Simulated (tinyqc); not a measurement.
Mobility of a non-polar semiconductor in the relaxation-time approximation: one step, computed by the program tinyqc.

Each valley is treated as a sphere of mass m_d for states and rates, with one isotropic relaxation time; the conductivity mass m_c sets the current.

Task: Masses. m_d = (m_l m_t^2)^(1/3); 1/m_c = (1/m_l + 2/m_t)/3; Hall mass factor A = 3 K_m (K_m + 2)/(2 K_m + 1)^2, K_m = m_l/m_t; N_I = n (1 + C)/(1 - C).

Inputs (values chosen for the exercise, for a model non-polar semiconductor):
```
quantity,value,unit
longitudinal mass m_l,0.41,m_0
transverse mass m_t,0.15,m_0
carrier density n,1e+17,1/cm^3
compensation ratio C,0,-
```

Band: parabolic. Impurity formula: Brooks-Herring. Further scattering: alloy.

Give: density-of-states mass m_d; conductivity mass m_c; Hall mass factor A; ionised impurity density N_I.

Result:

density-of-states mass m_d = 0.20973 m_0

conductivity mass m_c = 0.19021 m_0

Hall mass factor A = 0.92815

ionised impurity density N_I = 1.00e+17 1/cm^3
